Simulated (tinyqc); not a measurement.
Inside a calculation. Method: sp3 tight binding, zinc-blende lattice. Computed by tinyqc, a small Python program that keeps every step. Command: `OMP_NUM_THREADS=1 python tinyqc.py 21081 21082 out.jsonl` (the two numbers bound the seeds that draw the settings). One thread of a shared host (Intel(R) Xeon(R) Processor @ 2.60GHz), about 0.01 s of CPU time with the checks.

## Bloch Hamiltonian at k

Parameters chosen for this model: zinc-blende lattice, anion at 0, cation at a/4 (1,1,1); V = eta hbar^2 / (m d^2), hbar^2/m = 7.619964 eV angstrom^2:
```
parameter          value      unit
a               5.710000  angstrom
d               2.472503  angstrom
Es anion      -16.070000        eV
Ep anion       -8.210000        eV
Es cation     -13.700000        eV
Ep cation      -6.970000        eV
eta ss         -1.320000
eta sp          1.420000
eta pp sigma    2.220000
eta pp pi      -0.630000
V ss           -1.645331        eV
V sp            1.769978        eV
V pp sigma      2.767148        eV
V pp pi        -0.785272        eV
```

k point k (2 pi / a): 0.630000  -0.750000  -0.250000

Slater-Koster rules over the four bonds with direction cosines (l, m, n): ss V_ss; s-px l V_sp; px-s -l V_sp; px-px l^2 V_pps + (1 - l^2) V_ppp; px-py l m (V_pps - V_ppp); each times exp(i k.d).

H(k) at k (eV), lower triangle (Hermitian):
```
                      a s                a px                 a py                 a pz
a s            -16.070000
a px             0.000000           -8.210000
a py             0.000000            0.000000            -8.210000
a pz             0.000000            0.000000             0.000000            -8.210000
c s   -1.277494-1.944798i  0.793437+1.207893i  -0.500326-1.915527i  -2.916111-0.328652i
c px  -0.793437-1.207893i  0.309695+0.471466i   3.379091+0.380831i   0.579760+2.219648i
c py   0.500326+1.915527i  3.379091+0.380831i   0.309695+0.471466i  -0.919408-1.399665i
c pz   2.916111+0.328652i  0.579760+2.219648i  -0.919408-1.399665i   0.309695+0.471466i

             c s       c px       c py       c pz
c s   -13.700000
c px    0.000000  -6.970000
c py    0.000000   0.000000  -6.970000
c pz    0.000000   0.000000   0.000000  -6.970000
```

## Levels at k

Diagonalise the Hermitian matrix.

eigenvalues (eV): -18.626822  -15.093836  -12.064882  -11.500829  -6.874847  -4.815999  -3.669901  -2.662883

weights |c|^2 of the basis functions:
```
        band 1    band 2    band 3    band 4    band 5    band 6    band 7    band 8
a s   0.675374  0.155585  0.018211  0.000292  0.101316  0.042078  0.000286  0.006858
a px  0.002008  0.058855  0.147627  0.339791  0.027841  0.014333  0.242571  0.166974
a py  0.003637  0.079079  0.197906  0.206962  0.115524  0.076047  0.164724  0.156122
a pz  0.013435  0.117359  0.197421  0.032036  0.292377  0.227384  0.013304  0.106682
c s   0.243110  0.472573  0.032054  0.000558  0.218329  0.025727  0.000294  0.007355
c px  0.009126  0.030162  0.126328  0.241538  0.017063  0.026946  0.331836  0.217001
c py  0.015320  0.041024  0.143090  0.155544  0.067564  0.147635  0.228505  0.201319
c pz  0.037989  0.045364  0.137363  0.023280  0.159986  0.439849  0.018480  0.137689
```

## Bloch Hamiltonian at G

k point G (2 pi / a): 0  0  0

As before.

H(k) at G (eV), lower triangle:
```
             a s       a px       a py       a pz         c s       c px       c py       c pz
a s   -16.070000
a px    0.000000  -8.210000
a py    0.000000   0.000000  -8.210000
a pz    0.000000   0.000000   0.000000  -8.210000
c s    -6.581325   0.000000   0.000000   0.000000  -13.700000
c px    0.000000   1.595473   0.000000   0.000000    0.000000  -6.970000
c py    0.000000   0.000000   1.595473   0.000000    0.000000   0.000000  -6.970000
c pz    0.000000   0.000000   0.000000   1.595473    0.000000   0.000000   0.000000  -6.970000
```

## Levels at G

As before.

eigenvalues (eV): -21.572157  -9.301705  -9.301705  -9.301705  -8.197843  -5.878295  -5.878295  -5.878295

## Bands along a path

The same steps at evenly spaced points between the labelled ones.

Bands along the path (eV):
```
k             band 1      band 2      band 3      band 4     band 5     band 6     band 7     band 8
L         -19.194772  -15.006267  -10.816152  -10.816152  -7.956459  -4.363848  -4.363848  -2.792503
L-G 0.25  -19.724225  -14.215535  -10.641707  -10.641707  -7.889135  -4.538293  -4.538293  -3.121105
L-G 0.50  -20.639077  -12.522579  -10.172440  -10.172440  -7.753688  -5.007560  -5.007560  -4.034655
L-G 0.75  -21.325266  -10.611575   -9.596260   -9.596260  -7.775314  -5.583740  -5.583740  -5.237845
G         -21.572157   -9.301705   -9.301705   -9.301705  -8.197843  -5.878295  -5.878295  -5.878295
G-X 0.25  -21.240652  -10.517264  -10.007163  -10.007163  -7.370835  -5.821249  -5.172837  -5.172837
G-X 0.50  -20.286787  -12.422017  -11.178129  -11.178129  -6.574666  -5.666530  -4.001871  -4.001871
G-X 0.75  -18.850378  -14.460270  -12.051687  -12.051687  -6.154596  -5.484756  -3.128313  -3.128313
X         -17.636443  -15.878759  -12.366965  -12.366965  -6.031241  -5.403557  -2.813035  -2.813035
X-W 0.25  -17.636443  -15.878759  -12.366965  -12.366965  -6.031241  -5.403557  -2.813035  -2.813035
X-W 0.50  -17.636443  -15.878759  -12.366965  -12.366965  -6.031241  -5.403557  -2.813035  -2.813035
X-W 0.75  -17.636443  -15.878759  -12.366965  -12.366965  -6.031241  -5.403557  -2.813035  -2.813035
W         -17.636443  -15.878759  -12.366965  -12.366965  -6.031241  -5.403557  -2.813035  -2.813035
```

With 4 band(s) filled, the highest filled level on these points lies at G and the lowest empty one at G: a gap of 1.1039 eV, direct.
